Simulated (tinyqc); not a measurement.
Worked calculation: k.p values derived from sp3s* tight binding at Gamma. Values are carried at full precision from step to step, so a last printed digit may differ when a step is redone from the rounded ones.

At Gamma the states are two-level mixtures: s-like S+ (upper) and S- (lower) from [[Esa, Vss], [Vss, Esc]], p-like P- (valence) and P+ from [[Epa, Vxx], [Vxx, Epc]], and the bare s* levels. With real k in 1/angstrom and kz = 0, the phase sums over the four bonds are g0 = 1 - (a k/4)^2/2, g1 = i a kx/4, g3 = -(a/4)^2 kx ky to second order. Each mixture is written (anion, cation) with the anion part positive. c = hbar^2/2m0. No spin-orbit coupling.

Constants: hbar^2/2m0 = 3.80998211 eV angstrom^2.

Inputs chosen for the exercise (near a published set for Ge, fitted to gaps, whose masses and valley positions are rough; shifted at random, so the results belong to these values and not to a real crystal): Esa = -5.871 eV (s level of the anion); Esc = -5.871 eV (s level of the cation); Epa = 1.603 eV (p level of the anion); Epc = 1.603 eV (p level of the cation); Vss = -6.758 eV (s-s); Vxx = 1.608 eV (px-px); a = 5.662 angstrom (lattice constant); Vsapc = 5.462 eV (s anion, p cation); Vscpa = 5.462 eV (s cation, p anion); Vxapc = 5.197 eV (s* anion, p cation); Vpaxc = 5.197 eV (p anion, s* cation); Exa = 6.366 eV (s* level of the anion); Exc = 6.366 eV (s* level of the cation); Vxy = 4.88 eV (px-py).

## States at Gamma

Solve the two blocks.

States:

| state | E (eV) | anion part | cation part |
|---|---|---|---|
| S- | -12.6290 | 0.70711 | 0.70711 |
| P- | -0.0050 | 0.70711 | -0.70711 |
| S+ | 0.8870 | 0.70711 | -0.70711 |
| P+ | 3.2110 | 0.70711 | 0.70711 |

## Linear terms and the Kane energy

<s state|dH/dkx|x state> = i P with P = (a/4)(sa pc Vsapc + sc pa Vscpa), sa, sc and pa, pc being the parts of the two states; for s* on the anion P = (a/4) pc Vxapc, on the cation (a/4) pa Vpaxc. Ep = P^2/c for S+ to P-.

Couplings:

| pair | P (eV angstrom) | E(first) - E(second) (eV) |
|---|---|---|
| S+ to P- | -7.7315 | 0.8920 |
| S+ to P+ | 0.0000 | -2.3240 |
| S- to P- | 0.0000 | -12.6240 |
| s*a to P- | -5.2017 | 6.3710 |
| s*c to P- | 5.2017 | 6.3710 |

Ep = 15.689 eV

The two terms of S+ to P- have the same sign and add: S+ and P- both change sign from anion to cation. An on-site momentum element between s and p, which real atoms have, is absent from this model.

## Electron mass

m0/m = [<S+|d2H/dkx^2|S+>/2 + sum P^2/(E(S+) - E(P))]/c over P- and P+, with the direct term -(a/4)^2 sa sc Vss.

parts of m0/m: direct -1.777, from P- 17.589, from P+ 0.000

mass = 0.0632 m0

The valence band supplies 111 % of m0/m; the direct term, which stands in for the free-electron 1, is -1.78. S+ is not the lowest valley of Ge; this is the mass of the Gamma level.

## Valence parameters L, M, N and the Luttinger values

Direct terms d0 = -(a/4)^2 pa pc Vxx, dN = -2 (a/4)^2 pa pc Vxy for P-. F = sum P^2/(E(P-) - E(s)) over S+, S-, s*a, s*c. The y state of P- couples to the z state of P+ through Q = (a/4) Vxy (pa p'c - pc p'a), primes for P+, and H1 = Q^2/(E(P-) - E(P+)). L = d0 + F, M = d0 + H1, N = dN + F + H1; g1 = -(L + 2M)/(3c), g2 = -(L - M)/(6c), g3 = -N/(6c).

d0, dN, F, Q, H1 (eV angstrom^2; Q in eV angstrom): 1.6109  9.7778  -75.5070  6.9076  -14.8369

L, M, N (eV angstrom^2): -73.896  -13.226  -80.566

g1, g2, g3: 8.779  2.654  3.524

Along [100] the masses without spin-orbit coupling are c/|L| = 0.052 (one band) and c/|M| = 0.288 (two bands).

## Checks

- Electron mass against a finite difference of the full bands: 0.06324 against 0.06325.
- L and M against finite differences along [100]: largest relative difference 7.0e-05.
- Lowest curvature along [111], (L + 2M + 2N)/3, against a finite difference: -87.160 against -87.154.

Run: tinyqc, `OMP_NUM_THREADS=1 python tinyqc.py 1452503 1452504 out.jsonl`; Intel(R) Xeon(R) Processor @ 2.30GHz, one thread, shared host; about 0.01 s of CPU time with all checks.
